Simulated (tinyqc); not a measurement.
Worked calculation: Hueckel theory of the pi electrons, for the molecule Bc1ccnccc1=O (SMILES; centres numbered as the heavy atoms are written). One step of it, computed by the program tinyqc.

Question. Energy, charges, bond orders. E = sum n x; q_r = z_r - P_rr; bond order p = P_rs; free valence = sqrt(3) - sum of p over the bonds of the atom.

x values: [2.273970, 1.787423, 1.330657, 0.828861, -0.145234, -0.572192, -1.109971, -1.700713, -2.082802]

occupations: [2.000000, 2.000000, 2.000000, 2.000000, 0.000000, 0.000000, 0.000000, 0.000000, 0.000000]

charge and bond-order matrix P, order 1B, 2C, 3C, 4C, 5N, 6C, 7C, 8C, 9O:
```
[[0.111571, 0.318840, 0.219902, 0.015555, -0.124042, -0.040877, 0.076638, 0.138622, -0.135235],
 [0.318840, 0.950305, 0.687374, 0.138880, -0.267333, -0.109330, 0.216063, 0.495114, -0.169882],
 [0.219902, 0.687374, 0.809565, 0.559721, 0.135604, -0.198378, -0.202289, 0.103698, -0.142095],
 [0.015555, 0.138880, 0.559721, 0.806289, 0.701903, 0.042645, -0.310743, -0.152124, 0.124380],
 [-0.124042, -0.267333, 0.135604, 0.701903, 1.092358, 0.589538, 0.092810, -0.151180, 0.120570],
 [-0.040877, -0.109330, -0.198378, 0.042645, 0.589538, 0.824172, 0.698983, 0.179809, -0.214070],
 [0.076638, 0.216063, -0.202289, -0.310743, 0.092810, 0.698983, 0.911171, 0.526763, -0.165535],
 [0.138622, 0.495114, 0.103698, -0.152124, -0.151180, 0.179809, 0.526763, 0.781890, 0.567021],
 [-0.135235, -0.169882, -0.142095, 0.124380, 0.120570, -0.214070, -0.165535, 0.567021, 1.712679]]
```

Centres:
```
centre  z_r, pi electrons of the neutral centre          h
1B                                            0  -0.980000
2C                                            1   0.000000
3C                                            1   0.000000
4C                                            1   0.000000
5N                                            1   0.540000
6C                                            1   0.000000
7C                                            1   0.000000
8C                                            1   0.000000
9O                                            1   1.050000
```

Bonds:
```
i  j         k
1  2  0.800000
2  3         1
3  4         1
4  5         1
5  6         1
6  7         1
7  8         1
8  9         1
8  2         1
```

Give: pi energy = 8 alpha + this times beta; pi charges; Bond orders and lengths from R = 1.517 - 0.180 p; free valence of the carbons; gap between the highest filled and the next level.

Answer.

pi energy = 8 alpha + this times beta = 12.4418

pi charges: [-0.1116, 0.0497, 0.1904, 0.1937, -0.0924, 0.1758, 0.0888, 0.2181, -0.7127]

Bond orders and lengths from R = 1.517 - 0.180 p (angstrom, C-C alone):
```
bond       p       R
1-2   0.3188       -
2-3   0.6874  1.3933
3-4   0.5597  1.4163
4-5   0.7019       -
5-6   0.5895       -
6-7   0.6990  1.3912
7-8   0.5268  1.4222
8-9   0.5670       -
8-2   0.4951  1.4279
```

free valence of the carbons: [0.2307, 0.4850, 0.4704, 0.4435, 0.5063, 0.1432]

gap between the highest filled and the next level = 0.9741 |beta|
